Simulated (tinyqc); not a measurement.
Worked calculation: extended Hueckel theory, for BeH2+. The parameters take no account of the charge, which enters only through the electron count. One step of it, computed by the program tinyqc.

Task: Orbitals. Solve H C = S C e through S^(-1/2); fill by pairs from the bottom, a degenerate level sharing its electrons equally; each orbital has its largest coefficient positive (the first on a tie).

H (eV), order 1Be 2s, 1Be 2px, 1Be 2py, 1Be 2pz, 2H 1s, 3H 1s:
$$\begin{pmatrix}
-10.000000 & 0.000000 & 0.000000 & 0.000000 & -9.462192 & -9.773836 \\
0.000000 & -6.000000 & 0.000000 & 0.000000 & 0.000000 & 0.000000 \\
0.000000 & 0.000000 & -6.000000 & 0.000000 & -9.331256 & 9.481847 \\
0.000000 & 0.000000 & 0.000000 & -6.000000 & -0.778194 & -0.789533 \\
-9.462192 & 0.000000 & -9.331256 & -0.778194 & -13.600000 & -0.853264 \\
-9.773836 & 0.000000 & 9.481847 & -0.789533 & -0.853264 & -13.600000
\end{pmatrix}$$

overlap S, order 1Be 2s, 1Be 2px, 1Be 2py, 1Be 2pz, 2H 1s, 3H 1s:
$$\begin{pmatrix}
1.000000 & 0.000000 & 0.000000 & 0.000000 & 0.458218 & 0.473309 \\
0.000000 & 1.000000 & 0.000000 & 0.000000 & 0.000000 & 0.000000 \\
0.000000 & 0.000000 & 1.000000 & 0.000000 & 0.544097 & -0.552877 \\
0.000000 & 0.000000 & 0.000000 & 1.000000 & 0.045376 & 0.046037 \\
0.458218 & 0.000000 & 0.544097 & 0.045376 & 1.000000 & 0.035851 \\
0.473309 & 0.000000 & -0.552877 & 0.046037 & 0.035851 & 1.000000
\end{pmatrix}$$

valence electrons = 3

Give: orbital energies; occupations; coefficients; sum of one-electron energies.

Result:

orbital energies (eV): [-15.7269, -13.9965, -6.0340, -6.0000, 4.4668, 19.8991]

occupations: [2.0000, 1.0000, 0.0000, 0.0000, 0.0000, 0.0000]

coefficients, order 1Be 2s, 1Be 2px, 1Be 2py, 1Be 2pz, 2H 1s, 3H 1s:
$$\begin{pmatrix}
0.3904 & 0.0012 & -0.1142 & 0.0000 & 1.2460 & -0.0969 \\
0.0000 & 0.0000 & 0.0000 & 1.0000 & 0.0000 & 0.0000 \\
-0.0017 & 0.2471 & -0.0018 & 0.0000 & 0.0791 & 1.6108 \\
0.0065 & 0.0002 & 0.9928 & 0.0000 & 0.1455 & -0.0088 \\
0.4809 & 0.5813 & 0.0335 & 0.0000 & -0.8122 & -0.9659 \\
0.4940 & -0.5612 & 0.0330 & 0.0000 & -0.7300 & 1.0861
\end{pmatrix}$$

sum of one-electron energies = -45.4504 eV
